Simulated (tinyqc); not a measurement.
Saturation velocity and mobility from two gate lengths.

Question. Isat = Cox vsat Vg (x - 1)/(x + 1) per width, x = sqrt(1 + 2 mu Vg/(m vsat L)), with no series resistance and the same overdrive Vg and mu at both lengths. Find vsat and mu.

Parameters, values chosen for the exercise:
- Cox = 2.07 uF/cm^2 (gate capacitance)
- m = 1.25 (body factor)

Vg = 0.95 V
Isat at L = 0.5 and 1.5 um (uA/um): [362.55239, 172.55836]

Answer. The ratio of the currents depends on c = 2 mu Vg/(m vsat) alone and falls steadily from L2/L1 to 1 as c grows, so it fixes c; either current then gives vsat.

vsat = 6.80e6 cm/s
mu = 457 cm^2/(V s)

Numbers from tinyqc (`OMP_NUM_THREADS=1 python tinyqc.py 2500020 2500021 out.jsonl`; about 0.01 s on one thread of a shared Intel Xeon 2.30GHz).
